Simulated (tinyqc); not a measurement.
Comparisons within one model: model-solid line-up of a strained alloy layer on a substrate. A value that a table varies takes the place of the one given here.

All values of the alloy are linear in x but the gap, Eg(x) = (1 - x) Eg_A + x Eg_B - C x (1 - x), and the valence edge, Ev(x) = (1 - x) Ev_A + x Ev_B + fv C x (1 - x); Ec = Ev + Eg. Ev is the top of the unstrained valence band on a scale common to all materials. In the layer only the Gamma valley of the conduction band is followed, also where an X or L valley would lie lower.

Coherent growth on a (001) face: e_par = (a_s - a)/a, e_perp = -2 (C12/C11) e_par; exx = eyy = e_par, ezz = e_perp, no shear.

Strained edges: Ec + ac tr(e); the valence edges are Ev plus the levels of the 6 x 6 matrix of X, Y, Z times spin with -Dso/3 + l exx + m (eyy + ezz) on the diagonal (cyclic), n exy off it, l = av + 2 b, m = av - b, n = sqrt(3) d. Spin-orbit term (Dso/3) L.sigma on X, Y, Z with (L_k)_ij = -i epsilon_kij: <X+|H|Y+> = -i Dso/3, <X+|H|Z-> = Dso/3, <Y+|H|Z-> = -i Dso/3, <Z+|H|X-> = -Dso/3, <Z+|H|Y-> = i Dso/3, <X-|H|Y-> = i Dso/3, and their conjugates; + and - are the spin along z.

dEc = Ec(substrate) - Ec(layer), dEv = Ev(layer) - Ev(substrate); positive values confine the carrier in the layer. Type I: both of one sign; type II: opposite signs; type III: the gaps do not overlap.

Coherent growth: e_par = (a_s - a)/a. (001): e_perp = -2 (C12/C11) e_par; exx = eyy = e_par, ezz = e_perp, no shear. (111): e_perp = -(2 C11 + 4 C12 - 4 C44)/(C11 + 2 C12 + 4 C44) e_par; exx = eyy = ezz = (2 e_par + e_perp)/3 and exy = eyz = ezx = (e_perp - e_par)/3. (110): e_perp = -(C11 + 3 C12 - 2 C44)/(C11 + C12 + 2 C44) e_par; exx = eyy = (e_par + e_perp)/2, ezz = e_par, exy = (e_perp - e_par)/2, eyz = ezx = 0.

Values chosen for the exercise (A near InSb, B near InAs, substrate near InAs; the results hold for these values, not for the real material):
- a = (6.475, 6.058) angstrom (lattice constant of A, B)
- Eg = (0.236, 0.418) eV (gap at Gamma to the s-like level of A, B)
- Dso = (0.818, 0.394) eV (spin-orbit splitting of A, B)
- Ev = (0, -0.59) eV (top of the unstrained valence band of A, B)
- ac = (-6.84, -5.1) eV (conduction deformation potential of A, B)
- av = (0.36, 0.99) eV (valence hydrostatic potential of A, B)
- b = (-2, -1.81) eV (tetragonal shear potential of A, B)
- d = (-4.71, -3.59) eV (trigonal shear potential of A, B)
- C11 = (68.9, 82.4) GPa (of A, B)
- C12 = (37.8, 45.4) GPa (of A, B)
- C44 = (31.1, 39.5) GPa (of A, B)
- C = 0.773 eV (bowing of the gap)
- fv = 0.7 (share of the bowing taken by the valence edge)
- a_s = 6.058 angstrom (substrate)
- Eg_s = 0.418 eV (lowest gap of the substrate)
- Ev_s = -0.59 eV (substrate valence edge)
- face = 001 (growth face)
- x = 0.83 (fraction of B)

## Composition against offsets

Each composition is strained to the same substrate.

Results:
```
x     e_par (%)  relaxed gap (eV)  strained gap (eV)  valence splitting (meV)  dEc (eV)  dEv (eV)  type
0.56      -2.94             0.147              0.205                      181    -0.278     0.491   III
0.62      -2.55             0.167              0.215                      161    -0.233     0.435   III
0.68      -2.16             0.192              0.232                      139    -0.190     0.376    II
0.74      -1.76             0.222              0.254                      117    -0.149     0.313    II
0.80      -1.36             0.258              0.282                       93    -0.111     0.247    II
0.86      -0.95             0.299              0.316                       67    -0.075     0.177    II
0.92      -0.55             0.347              0.356                       40    -0.041     0.103    II
0.98      -0.14             0.399              0.402                       10    -0.010     0.026    II
```

How do the results move?

The layer stays under compression over this range. The strained gap runs from 0.205 to 0.402 eV, against 0.147 to 0.399 eV for the relaxed alloy: strain takes back part of the change that the composition makes. Strains above 2 % can be kept only in layers of a few nanometres. The type changes: III to II between x = 0.62 and 0.68. Offsets below about 50 meV are within the spread of parameter sets, so those rows do not settle the type.

## The same layer on three faces

Composition and substrate are kept.

Results:
```
face   e_perp (%)  tr(e) (%)  shift of Ec (meV)  shift of Ev (meV)  valence splitting (meV)  gap (eV)
(001)       1.274     -1.040               56.1               35.6                     80.2    0.2985
(111)       0.665     -1.648               88.9               25.2                     72.2    0.3417
(110)       0.787     -1.527               82.4               27.5                     74.2    0.3329
```

What does this show, and why?

The layer yields most along the normal on (001) and least on (111), so the volume change, and with it the shift of Ec, is largest on (111). The valence splitting, set by b on (001), by d on (111) and by both on (110), is largest on (001). The gaps span 43 meV, from (001) to (111).

## What each parameter does

Strained gap, valence splitting and offsets. Each row changes one parameter from the base and keeps the others.

Results:
```
case                      gap (eV)  splitting (meV)  dEc (eV)  dEv (eV)
base                        0.2985             80.2   -0.0927    0.2122
x = 0.81                    0.2875             88.6   -0.1048    0.2354
a_s = 6.078 angstrom        0.2927             59.6   -0.0769    0.2022
C = 0.873 eV                0.2844             80.2   -0.0885    0.2221
fv = 0.9                    0.2985             80.2   -0.1145    0.2341
Ev_s = -0.54 eV             0.2985             80.2   -0.0427    0.1622
C12 = (43.47, 52.21) GPa    0.2830             85.7   -0.0824    0.2175
ac = (-7.866, -5.865) eV    0.3069             80.2   -0.1011    0.2122
b = (-2.3, -2.081) eV       0.2918             90.6   -0.0927    0.2190
```

What does this show?

The largest shifts from the base row, up to three for each result and ties (the steps differ in size, so this ranks the rows, not the parameters). gap (eV): C12 -0.0155, C -0.0141, x -0.0110; unchanged at the printed digits by fv and Ev_s. splitting (meV): a_s -20.7, b +10.3, x +8.4; unchanged at the printed digits by C, fv, Ev_s and ac. dEc (eV): Ev_s +0.0500, fv -0.0218, a_s +0.0158; unchanged at the printed digits by b. dEv (eV): Ev_s -0.0500, x +0.0231, fv +0.0218; unchanged at the printed digits by ac.

Program tinyqc; command `OMP_NUM_THREADS=1 python tinyqc.py 1050457 1050458 out.jsonl`; about 0.02 s on one thread of a shared Intel(R) Xeon(R) Processor @ 2.30GHz.
